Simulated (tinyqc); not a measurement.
Surface potential of a MOS transistor: implicit equation and explicit approximations: one step of the calculation.

p-type body, charge-sheet picture, depletion and inversion only, full ionisation (an idealisation for deep acceptors), Boltzmann statistics (rough once Na exp(x - xn) passes about Nc/7). In units of Vt: xg = (Vg - Vfb)/Vt, x = psi/Vt, G = gamma/sqrt(Vt), xn = (2 phiF + Vc)/Vt. The implicit equation is (xg - x)^2 = G^2 [x - 1 + exp(x - xn)] for x above about 3. Cox = eps0 eox/tox.

Problem. New x. D = exp(x - xn), f = (xg - x)^2 - G^2 (x - 1 + D), f' = -2 (xg - x) - G^2 (1 + D), x(new) = x - f/f'.

x after iteration 1 = 56.512564
G = 0.44352833
xn = 48.314081
xg = 81.695808

Wanted: D; f; f'; x after iteration 2.

Solution.

D = 3635.4
f = -91.877
f' = -765.72
x after iteration 2 = 56.393

Program tinyqc, `OMP_NUM_THREADS=1 python tinyqc.py 2122102 2122103 out.jsonl`; Intel Xeon 2.30GHz, shared host, one thread, about 0.01 s.
